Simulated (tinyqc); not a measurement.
Inside a calculation. Model: resistive memory cell, filament-gap model with Joule heating.

Program tinyqc, `OMP_NUM_THREADS=1 python tinyqc.py 2880062 2880063 out.jsonl`; Intel Xeon 2.30GHz, shared host, one thread, about 0.05 s. Printed values are rounded.

A tunnelling gap g separates the tip of a filament from the electrode. I = I0 exp(-g/g0) sinh(Vd/V0), with Vd = V - I Rs on the device; T = T0 + Rth Vd I at once; the gap closes as dg/dt = -nu exp(-q Ea/(kB T)) sinh(al q Vd/(kB T)). All constants are fitting values of a compact model.

Values chosen for this exercise:
- T0 = 300 K (ambient temperature)
- I0 = 0.2 mA (current scale)
- g0 = 0.27 nm (tunnelling length)
- V0 = 0.36 V (voltage scale)
- nu = 1 m/s (attempt velocity)
- Ea = 0.76 eV (activation energy)
- al = 0.4 (barrier lowering per volt on the device)
- Rth = 1.1e5 K/W (thermal resistance)
- Rs = 1000 ohm (series resistance)
- V = 1.23 V (pulse voltage)

Constants: q = 1.602176634e-19 C, kB = 1.380649e-23 J/K. Results are converted to the units shown.

## Iteration 1: voltage on the device

Vd at the start = 1.23 V
g = 0.5 nm

I = I0 exp(-g/g0) sinh(Vd/V0); f = Vd + Rs I - V, f' = 1 + Rs (I0/V0) exp(-g/g0) cosh(Vd/V0), Vd(new) = Vd - f/f'.

I = 477.664 uA
f' = 2.32971
Vd after iteration 1 = 1.02497 V

## Iteration 2: voltage on the device

As before.

I = 269.638 uA
f' = 1.75405
Vd after iteration 2 = 0.988136 V

## Course of the iteration: voltage on the device

Stop when Vd changes by less than 1e-10 V, or after 30 iterations.

Course of the iteration:
```
iteration    Vd (V)  |change| (V)
1           1.02497         0.205
2          0.988136        0.0368
3          0.987324       8.11e-4
4          0.987324       3.67e-7
5          0.987324      7.54e-14
```

Converged in 5 iterations. At the end the number of correct digits about doubles with each step.

## Current, temperature and closing rate

Vd = 0.987324 V

I, T and dg/dt as above.

I = 242.676 uA
T = 326.356 K
lowered barrier Ea - al Vd = 0.365070 eV
-dg/dt = 1.15170e-6 nm/ns

Without heating the rate would be 3.68e-7 nm/ns, so heating by 26.4 K multiplies it by 3.13.
